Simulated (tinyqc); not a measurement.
MOSFET in saturation, small-signal circuit and noise: two steps of the calculation.

Bias by the inversion coefficient IC = I/Ispec (charge-based model with velocity saturation; weak inversion below 0.1, strong above 10). Common-source circuit: gm, gds, Cgs, Cgd and Cj at the inner nodes, Rg in series with the gate; quasi-static, no source or drain resistance, no gate-body capacitance, no substrate network, no induced gate noise, so fmax is an upper estimate.

Values chosen for this exercise: gate length L = 65 nm; total gate width W = 10 um; gate capacitance Cox = 1.29 uF/cm^2; overlap and fringe capacitance per side Cov = 0.24 fF/um; drain junction capacitance Cj = 0.73 fF/um; sheet resistance of the gate Rsh = 8 ohm; finger width Wf = 2 um; gate contact and vertical resistance Rc = 50 ohm um; inversion coefficient IC = 1.7; signal frequency f = 5 GHz.

Task 1. Capacitances, gate resistance and cut-off frequencies. qs = [sqrt(1 + 4 IC) - 1]/2, Cgs = Cox W L qs (2 qs + 3)/(3 (qs + 1)^2) + Cov W, Cgd = Cov W, Cd = Cj W, Rg = Rsh (Wf/L)/(12 Nf) + Rc/W with Nf = W/Wf fingers (not rounded) contacted at both ends. fT = gm/(2 pi (Cgs + Cgd)), fmax = fT/(2 sqrt(Rg (gds + 2 pi fT Cgd))).

gm = 1.2970328 mS
gds = 0.044099115 mS

Wanted: Cgs; Cgd; Cd; Rg; fT; fmax.

Result 1.

Cgs = 5.739 fF
Cgd = 2.400 fF
Cd = 7.300 fF
Rg = 9.103 ohm
fT = 25.36 GHz
fmax = 203.5 GHz

Overlap and fringe make up 59.0 % of the gate capacitance; fmax is 8.02 times fT.

Task 2. Admittance matrix. Inner admittances at w = 2 pi f: y11 = i w (Cgs + Cgd), y12 = -i w Cgd, y21 = gm - i w Cgd, y22 = gds + i w (Cgd + Cd). Invert to Z, add Rg to Z11 and invert back to Y.

gm = 1.2970328 mS
gds = 0.044099115 mS
Cgs = 5.7390126 fF
Cgd = 2.4 fF
Cd = 7.3 fF
Rg = 9.1025641 ohm

Give: inner y; Y with Rg.

Result 2.

inner y (mS):
```
                1               2
1  0.0000+0.2557i  0.0000-0.0754i
2  1.2970-0.0754i  0.0441+0.3047i
```

Y with Rg (mS):
```
                1                2
1  0.0006+0.2557i  -0.0002-0.0754i
2  1.2969-0.0784i   0.0442+0.3056i
```

Computed by the program tinyqc: `OMP_NUM_THREADS=1 python tinyqc.py 2150021 2150022 out.jsonl`, one thread of a shared Intel Xeon 2.30GHz, about 0.01 s for the whole run.
